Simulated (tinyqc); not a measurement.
Inside a calculation. Model: resonant-tunnelling diode, transfer matrices and Tsu-Esaki current.

Computed by the program tinyqc: `OMP_NUM_THREADS=1 python tinyqc.py 2600029 2600030 out.jsonl`, one thread of a shared Intel Xeon 2.30GHz, about 0.08 s for the whole run. Printed values are rounded.

Emitter (band edge 0), barrier d1, well Lw, barrier d2, collector (edge -V). The bias drops linearly over these layers and none in the contacts; each layer is cut into ns equal slices, flat at the value of their centres. E is the energy of motion across the layers, C = hbar^2/(2 m0), psi and psi'/m are continuous. Transport is coherent, T(E) is taken as independent of the transverse momentum, and charge in the well is ignored.

Parameters, values chosen for the exercise; masses and offsets of a made-up heterostructure: temperature T = 300 K; mass in the well, spacer and contacts mw = 0.32 m0; barrier height U1 = 1.1 eV; barrier mass m1 = 0.54 m0; emitter barrier d1 = 0.8 nm; well width Lw = 1.5 nm; collector barrier d2 = 0.8 nm; slices in each layer ns = 2; Fermi energy of both contacts above their band edges Ef = 0.09 eV; bias of the collector V = 0.26 V; trial energy E = 0.07961 eV.

Constants: q = 1.602176634e-19 C, kB = 1.380649e-23 J/K, hbar = 1.054571817e-34 J s, m0 = 9.1093837015e-31 kg, Vt = kB T/q, hbar^2/(2 m0) = 0.0380998212 eV nm^2. Results are converted to the units shown.

## Slices under bias

U = edge of the layer - V x/Lt at the centre x of each slice, Lt the summed thickness.

```
slice    U (eV)  m (m0)  width (nm)
0       1.08323    0.54         0.4
1       1.04968    0.54         0.4
2      -0.09855    0.32        0.75
3      -0.16145    0.32        0.75
4       0.89032    0.54         0.4
5       0.85677    0.54         0.4
```

## Running product of the slice matrices at the trial energy

For the pair (psi, psi'/m) a flat layer has M = [[cos kd, (m/k) sin kd], [-(k/m) sin kd, cos kd]] with k = sqrt(m (E - U)/C) above its edge U, and M = [[cosh Kd, (m/K) sinh Kd], [(K/m) sinh Kd, cosh Kd]] with K = sqrt(m (U - E)/C) below it. Later slices stand to the left. With M acting on (psi, psi'/m) and v = k/m in each lead, T(E) = 4 vL vR/[(vL vR M12 - M21)^2 + (vR M11 + vL M22)^2]. vL = sqrt(mw E/C)/mw, vR = sqrt(mw (E + V)/C)/mw.

Product after each layer:
```
                M11  M12 (nm)  M21 (1/nm)       M22
barrier d1  10.0629   1.43473     68.8111   9.91018
well        12.0721   1.74306    -74.0437  -10.6081
barrier d2  2.74537  0.493531     6.76194   1.57984
```

T(E) = 0.157166

## Transmission at three energies near the peak

three energies (eV): [0.080586, 0.081236, 0.081886]

The same product at each energy.

T(E) at these energies: [0.492797, 0.658898, 0.352824]

## Breit-Wigner parameters from a parabola through 1/T(E)

Near a resonance 1/T(E) = (1/Tp) [1 + (2 (E - Er)/G)^2]. With y = 1/T(E) at E0 - h, E0, E0 + h: a = (y1 + y3 - 2 y2)/(2 h^2), b = (y3 - y1)/(2 h), Er = E0 - b/(2 a), 1/Tp = y2 - b^2/(4 a), G = 2 sqrt(1/(Tp a)), tau = hbar/G.

Er = 0.0810929 eV
Tp = 0.678715
G = 1.65048 meV
tau = 398.800 fs

The true maximum of T(E) lies at 0.081090 eV with height 0.6797 and full width 1.643 meV; the fitted G is 0.43 % above that width.

## Current from the resonance alone

J = J0 times the integral over E > 0 of T(E) N(E), N = ln[(1 + exp((Ef - E)/Vt))/(1 + exp((Ef - V - E)/Vt))], J0 = q^2 mw m0 kB T/(2 pi^2 hbar^3) (times 1e-4 for A/cm^2 per eV). For a sharp resonance J = J0 (pi G/2) Tp N(Er), with Er the peak energy, Tp the peak transmission and G the full width at half maximum (in eV). The three values given are estimates from a parabola through three points of 1/T(E).

J0 = 1.33877e8 A/(cm^2 eV)
N(Er) = 0.880124
J = 207.333 kA/cm^2

The full integral over T(E) gives 204.5 kA/cm^2; the value above is 1.4 % above it. With the exact position, height and width of the peak (Er = 0.081090 eV, Tp = 0.6797, G = 1.643 meV) the formula is 1.1 % above it.
